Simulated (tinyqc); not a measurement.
From drift mobility mu back to carrier density n: mobility of a non-polar semiconductor in the relaxation-time approximation. Computed by tinyqc, a small Python program. Command: `OMP_NUM_THREADS=1 python tinyqc.py 3020095 3020096 out.jsonl rta inv`. One thread of a shared host (Intel(R) Xeon(R) Processor @ 2.30GHz), about 0.05 s of CPU time with the checks.

Each valley is treated as a sphere of mass m_d for states and rates, with one isotropic relaxation time; the conductivity mass m_c sets the current.

Inputs (values chosen for the exercise, for a model non-polar semiconductor):
```
quantity                                          value       unit
longitudinal mass m_l                               2.2        m_0
transverse mass m_t                                 0.3        m_0
equivalent valleys Z                                  6          -
static permittivity eps_s                          14.4          -
density rho                                        4540     kg/m^3
sound velocity v_l                                 9220        m/s
acoustic deformation potential D_A                  5.5         eV
phonon energy hbar w                               60.3        meV
optical or intervalley deformation potential D_o    6.2  1e8 eV/cm
final valleys Z_f                                     5          -
compensation ratio C                               0.75          -
temperature T                                       400          K
```

Band: parabolic. Impurity formula: Brooks-Herring. Further scattering: none.

Constants: k_B = 8.617333262e-05 eV/K; m_0 = 9.1093837015e-31 kg; e = 1.602176634e-19 C; hbar = 1.054571817e-34 J s; eps_0 = 8.8541878128e-12 F/m; k_B = 1.380649e-23 J/K; hbar = 6.582119569e-16 eV s.

Method:
- m_d = (m_l m_t^2)^(1/3); 1/m_c = (1/m_l + 2/m_t)/3; Hall mass factor A = 3 K_m (K_m + 2)/(2 K_m + 1)^2, K_m = m_l/m_t; N_I = n (1 + C)/(1 - C).
- Parabolic band: E = hbar^2 k^2/(2 m), speed v = hbar k/m, states per spin, volume and energy g(E) = m k/(2 pi^2 hbar^2). Here m = m_d. Masses are multiplied by m_0 and all formulas are in SI units.
- The reduced Fermi level eta = E_F/(k_B T) solves n = 2 Z int g f dE with f = 1/(1 + exp(x - eta)) (Z = 1 unless valleys are given); screening length L_s = sqrt(eps_s eps_0 k_B T/(e^2 dn/deta)), dn/deta = 2 Z int g f (1 - f) dE.
- Integrals over x = E/(k_B T) use 160 Gauss-Legendre points in u = sqrt(x) from 0 to sqrt(max(eta, 0) + 32).
- Phonon occupation N_q = 1/(exp(hbar w/(k_B T)) - 1).
- Acoustic deformation potential (elastic, equipartition, absorption and emission together): 1/tau = 2 pi k_B T D_A^2 g(E)/(hbar rho v_l^2).
- Optical or intervalley deformation potential: 1/tau = (pi Z_f D_o^2/(rho w)) [N_q g(E + hbar w) + (N_q + 1) g(E - hbar w)], with g = 0 below the band edge.
- Each optical term is multiplied by (1 - f(E'))/(1 - f(E)), E' the final energy, for Pauli blocking.
- Singly charged impurities, momentum relaxation: 1/tau = N_I e^4 m (1 + 2 alpha E) Phi/(8 pi (eps_s eps_0)^2 hbar^3 k^3), with alpha = 0 for a parabolic band.
- Brooks-Herring: Phi = ln(1 + b) - b/(1 + b), b = 4 k^2 L_s^2.
- mu = (m_d/m_c) (2 Z e/(3 n k_B T)) int g v^2 tau f (1 - f) dE.
- Averages over x are split at the emission threshold x_0 = hbar w/(k_B T): 64 Gauss-Legendre points in sqrt(x) below it and 128 in sqrt(x - x_0) above it, up to x = max(eta, 0) + 32.
- Rates are added at each energy before the average. With <y> = int g v^2 y f (1 - f) dE: Hall factor r_H = A (3 n k_B T/(2 Z m_d)) <tau^2/(1 + 2 alpha E)>/<tau>^2 (alpha = 0 for a parabolic band); Hall mobility r_H mu; |S| = (k_B/e) (<x tau>/<tau> - eta); resistivity 1/(n e mu).

Problem. A run gave the result below. Find the carrier density n, known to lie between 1e+15 and 1.8e+15 1/cm^3.

drift mobility mu = 634.2423 cm^2/(V s)

Solution.

Each step takes the trial c = (a f_b - b f_a)/(f_b - f_a), f being the result less the target and a, b, c the logarithms of the listed values; c replaces end b, the old b replaces a if the sign of f changed, and otherwise f_a is halved.

Scan of the range:
```
carrier density n (1/cm^3)  drift mobility mu (cm^2/(V s))
1.00e+15                                           637.571
1.10e+15                                           635.458
1.22e+15                                           633.008
1.34e+15                                           630.644
1.48e+15                                           627.982
1.63e+15                                           625.233
1.80e+15                                           622.234
```

False position (Illinois rule, in the logarithm of the input) inside the bracket:
```
step        end a        end b        trial  drift mobility mu (cm^2/(V s))
1     1.10000e+15  1.22000e+15  1.15800e+15                         634.263
2     1.22000e+15  1.15800e+15  1.15898e+15                         634.243
3     1.22000e+15  1.15898e+15  1.15902e+15                         634.242
4     1.15898e+15  1.15902e+15  1.15900e+15                         634.242
```

Drift mobility mu falls at every point of a 13-point scan of the range (every second point is shown), so one value fits; it is bracketed by 1.10e15 and 1.22e15. Answer: carrier density n = 1.159e15 1/cm^3.
